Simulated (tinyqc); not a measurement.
Off-state leakage of single and stacked transistors: two steps of the calculation.

n-channel devices of unit width. Subthreshold current I(Vg, Vs, Vd) = I0 (T/300 K)^0.5 exp[(Vg - Vs - VT(T) - gb (Vs - Vb) + dd (Vd - Vs))/(nf Vt)] (1 - exp(-(Vd - Vs)/Vt)), VT(T) = VT - cT (T - 300 K). Gate-edge tunnelling Ig (Vd/1 V) exp(ag (Vd - 1 V)), for a gate at 0 V, and band-to-band leakage Ab u exp(-Bb/u), u = Vd - Vb + 1 V, flow at a drain held at V; both are taken as independent of T. In a stack of off transistors (all gates at 0 V) the same subthreshold current passes through each.

Inputs (values chosen for the exercise); values of the order met in bulk silicon logic transistors:
- T = 300 K (temperature)
- V = 0.7 V (supply voltage)
- VT = 0.48 V (threshold at 300 K, zero drain and body bias)
- cT = 0.7 mV/K (fall of the threshold with temperature)
- I0 = 0.51 uA/um (current at threshold at 300 K)
- nf = 1.18 (slope factor)
- dd = 0.11 (drain-induced lowering per volt)
- gb = 0.15 (rise of the threshold per volt of source-body bias)
- Ig = 0.0007 uA/um (gate-edge tunnelling current at 1 V)
- ag = 4.8 1/V (exponential slope of the gate current)
- Ab = 20 uA/(um V) (prefactor of band-to-band leakage at the drain)
- Bb = 22 V (its exponential voltage)
- Vb = 0 V (body voltage)

Constants: q = 1.602176634e-19 C, kB = 1.380649e-23 J/K, Vt = kB T/q. Results are converted to the units shown.

Problem 1. Leakage of one transistor. Vg = Vs = 0, Vd = V; effective threshold VT(T) - gb Vb - dd V.

Wanted: effective threshold; parts; total; shares.

Solution 1.

effective threshold = 0.40300 V
parts (nA/um): subthreshold 9.3367e-4, gate edge 0.11609, band-to-band 0.081507
total = 0.19854 nA/um
shares (%): subthreshold 0.47028, gate edge 58.475, band-to-band 41.054

The gate edge part is the largest.

Problem 2. New Vx. Stack of two, Vx the node between them: I_low = I(0, 0, Vx), I_up = I(0, Vx, V), f = ln(I_up/I_low), f' = -(1 + gb + 2 dd)/(nf Vt) - 1/(Vt (exp(Vx/Vt) - 1)) - 1/(Vt (exp((V - Vx)/Vt) - 1)), Vx(new) = Vx - f/f'.

Vx at the start = 0.056 V

Wanted: I_low; I_up; f; f'; Vx after iteration 1.

Solution 2.

I_low = 8.106e-5 nA/um
I_up = 9.240e-5 nA/um
f = 0.1309
f' = -49.92 1/V
Vx after iteration 1 = 0.05862 V

Program tinyqc, `OMP_NUM_THREADS=1 python tinyqc.py 2242158 2242159 out.jsonl`; Intel Xeon 2.30GHz, shared host, one thread, about 0.04 s.
